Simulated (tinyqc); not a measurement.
A log to judge: two-sublattice mean-field magnet: ferrimagnet, compensation points and susceptibility. Computed by tinyqc. Command: `OMP_NUM_THREADS=1 python tinyqc.py 3018216 3018217 out.jsonl ferri walk`. One thread of a shared host (Intel(R) Xeon(R) Processor @ 2.30GHz), about 0.01 s of CPU time with the checks.

A random alloy A(1-x)B(x) with H = -sum over pairs J S_i.S_j. a = <S_A> and b = <S_B> are taken along z, a > 0. Exchange fields: h_A = (1 - x) zJ_AA a + x zJ_AB b, h_B = (1 - x) zJ_AB a + x zJ_BB b; a = S_A B_(S_A)(S_A h_A/(k_B T)) and likewise for b, with the Brillouin function B_S(y) = [(2S + 1)/(2S)] coth[(2S + 1) y/(2S)] - [1/(2S)] coth[y/(2S)].

Inputs (values chosen for the exercise, for a model ferrimagnet):

| quantity | value | unit |
|---|---|---|
| spin S_A | 2 | - |
| spin S_B | 2.5 | - |
| fraction x of B sites | 0.39 | - |
| z J_AA | 15.1 | meV |
| z J_BB | 0.93 | meV |
| z J_AB | -3.6 | meV |
| T over T_c | 0.972 | - |
| largest number of steps | 40 | - |

Constants: k_B = 8.617333262e-05 eV/K.

Method. Linearised, T (a, b) = M (a, b) with M_ij = S_i (S_i + 1) c_j zJ_ij/(3 k_B), c_A = 1 - x, c_B = x. T_c is the larger eigenvalue, and its eigenvector gives b/a at onset, (T_c - M_AA)/M_AB. Repeat from a = S_A, b = -S_B until a and b change by less than 1e-10.

Iteration:

| step | a | b | largest change |
|---|---|---|---|
| 1 | 2.00000 | -2.50000 | 1.71789e+00 |
| 2 | 1.56027 | -0.78211 | 2.62833e-01 |
| 3 | 1.29744 | -0.56052 | 1.57104e-01 |
| 4 | 1.14034 | -0.46462 | 1.05929e-01 |
| 5 | 1.03441 | -0.40831 | 7.70341e-02 |
| 6 | 0.95737 | -0.37047 | 5.89166e-02 |
| ... | ... | ... | ... |
| 35 | 0.55500 | -0.20006 | 2.40334e-03 |
| 36 | 0.55260 | -0.19914 | 2.24193e-03 |
| 37 | 0.55036 | -0.19828 | 2.09302e-03 |
| 38 | 0.54826 | -0.19747 | 1.95545e-03 |
| 39 | 0.54631 | -0.19673 | 1.82818e-03 |
| 40 | 0.54448 | -0.19603 | 1.71029e-03 |

Can the last value be used, and what does the course show?

No. Not converged within the cap: the change shrinks by only 0.936 a step, since near T_c the map has a slope close to 1. The error left is about 0.027. Reruns converge with largest number of steps = 3000. Reruns still fail with largest number of steps = 80.
